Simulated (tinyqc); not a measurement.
Trap density from two Hall measurements.

Question. p-type body, charge-sheet picture, full ionisation (an idealisation for deep acceptors), Boltzmann statistics for free electrons. e = Ec - EF at the surface. psi = Eg - Vt ln(Nv/Na) - e; N_dep = sqrt(2 eps0 eps_r Na (psi - Vt)/q); n_f = sqrt(N_dep^2 + 2 eps0 eps_r Vt Nc exp(-e/Vt)/q) - N_dep; Vg = Vfb + psi + q (N_dep + n_t + n_f)/Cox, Cox = eps0 eox/tox. Find e and n_t at both points and the mean trap density between them.

Values chosen for this exercise; band and dielectric values close to those of gallium nitride: temperature T = 300 K; band gap Eg = 3.37 eV; relative permittivity eps_r = 9.46; conduction-band density of states at T Nc = 2.29e18 cm^-3; valence-band density of states at T Nv = 4.6e19 cm^-3; relative permittivity of the insulator eox = 3.9; insulator thickness tox = 31 nm; acceptor density Na = 7e15 cm^-3; flat-band voltage without trapped charge Vfb = -2.33 V.

Constants: q = 1.602176634e-19 C, kB = 1.380649e-23 J/K, Vt = kB T/q, eps0 = 8.8541878128e-14 F/cm where lengths are in cm. Results are converted to the units shown.

Vg (V): 1.6494000  2.5589428
free sheet density from the Hall effect (cm^-2): 3.2983757e9  1.7266712e11

Solution. Each n_f fixes e; what the gate voltage holds beyond psi, N_dep and n_f is trapped; the difference quotient is the density, smeared over a few Vt.

e (eV): 0.1370  0.03000
n_t (cm^-2): 2.066e11  5.869e11
mean trap density = 3.554e12 cm^-2 eV^-1

Program tinyqc, `OMP_NUM_THREADS=1 python tinyqc.py 2222163 2222164 out.jsonl`; Intel Xeon 2.30GHz, shared host, one thread, about 0.02 s.
